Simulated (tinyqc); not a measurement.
Debye-Callaway model of lattice thermal conductivity. From one set of inputs to another, one input at a time. Computed by tinyqc, a small Python program. Command: `OMP_NUM_THREADS=1 python tinyqc.py 3019410 3019411 out.jsonl callaway ladder`. One thread of a shared host (Intel(R) Xeon(R) Processor @ 2.30GHz), about 0.03 s of CPU time with the checks.

Three acoustic branches with one velocity v, cut at omega_D = k_B Theta/hbar; x = hbar omega/(k_B T). v and Theta are separate inputs: Theta cuts off the heat-carrying modes, so C need not reach 3 k_B/V. gamma is an effective value that sets the umklapp rate.

The inputs printed are set A. Set A is modelled on gallium arsenide; the values taken over come from a set modelled on gallium nitride. Inputs not listed in the table keep their values of set A, so the rows need not describe a real material.

Inputs (values chosen for the exercise, modelled on gallium arsenide):
```
quantity,value,unit
sound velocity v,3620,m/s
Debye temperature Theta,362,K
volume per atom V,22.6,angstrom^3
mean atomic mass M,72.3,u
effective Grueneisen parameter gamma,2.13,-
umklapp exponent divisor b,2.5,-
alloy fraction f,0.39,-
mass difference Delta M,35.8,u
Casimir length L,210,micrometre
normal-process factor f_N,0.41,-
temperature T,300,K
probe frequency omega/omega_D,0.88,-
```

Sample: crystal. Point defects: alloy. Normal processes: included.

Constants: k_B = 1.380649e-23 J/K; hbar = 1.054571817e-34 J s; u = 1.6605390666e-27 kg.

Method:
- For a random alloy on all sites Gamma = f (1 - f) (Delta M/M)^2, with M the mean mass; strain-field scattering is left out. A = V Gamma/(4 pi v^3).
- Rates: point defects A omega^4; umklapp B omega^2 T exp(-Theta/(b T)) with B = hbar gamma^2/(M v^2 Theta); normal processes f_N B omega^2 T (T/Theta)^2. Boundaries: v/L.
- The resistive time is tau_R = 1/(boundary + point-defect + umklapp rates), and the free path is v tau_R.
- kappa_1 = c int tau_C g dx, g = x^4 e^x/(e^x - 1)^2, c = (k_B/(2 pi^2 v)) (k_B T/hbar)^3, over 0 < x < min(Theta/T, 40), by 96 Gauss-Legendre points in s with x = x_max s^2; 1/tau_C = 1/tau_R + 1/tau_N; kappa_2 = c [int (tau_C/tau_N) g dx]^2 / int (tau_C/(tau_N tau_R)) g dx; kappa = kappa_1 + kappa_2.
- Heat capacity C = 3 c int g dx / v^2; grey free path 3 kappa/(C v); the median free path v tau_C halves kappa_1 when the quadrature points are ordered by free path (each counted at half its weight, interpolated in the logarithm); likewise at 10 % and 90 %.

Each row keeps all changes above it:
```
input moved,from,to,kappa (W/(m K)),heat capacity C (J/(m^3 K)),free path (nm)
set A,-,-,11.30,1.461e+06,0.5200
volume per atom V (angstrom^3),22.6,11.4,15.12,1.461e+06,0.9930
mean atomic mass M (u),72.3,41.9,7.01,1.461e+06,0.3443
alloy fraction f,0.39,0.43,6.92,1.461e+06,0.3346
Casimir length L (micrometre),210,230,6.92,1.461e+06,0.3346
effective Grueneisen parameter gamma,2.13,1.82,8.23,1.461e+06,0.3385
temperature T (K),300,20,33.09,2.063e+04,0.3497
normal-process factor f_N,0.41,0.65,33.07,2.063e+04,0.3497
```

Kappa goes from 11.3 to 33.1, a factor 2.93 in all. The largest single move comes from temperature T (a factor 4.02), and mean atomic mass M works against it (a factor 0.463). Heat capacity C goes from 1.46e6 to 20600, a factor 0.0141 in all. The largest single move comes from temperature T (a factor 0.0141). Free path goes from 0.520 to 0.350, a factor 0.672 in all. The largest single move comes from mean atomic mass M (a factor 0.347), and volume per atom V works against it (a factor 1.91). The single moves hold for this order of the switches; the total does not depend on the order.

Caution (all rows): for so large a Gamma the Rayleigh formula is only rough near omega_D.

Extremes, crossings and ranges named in words are read from the listed rows.
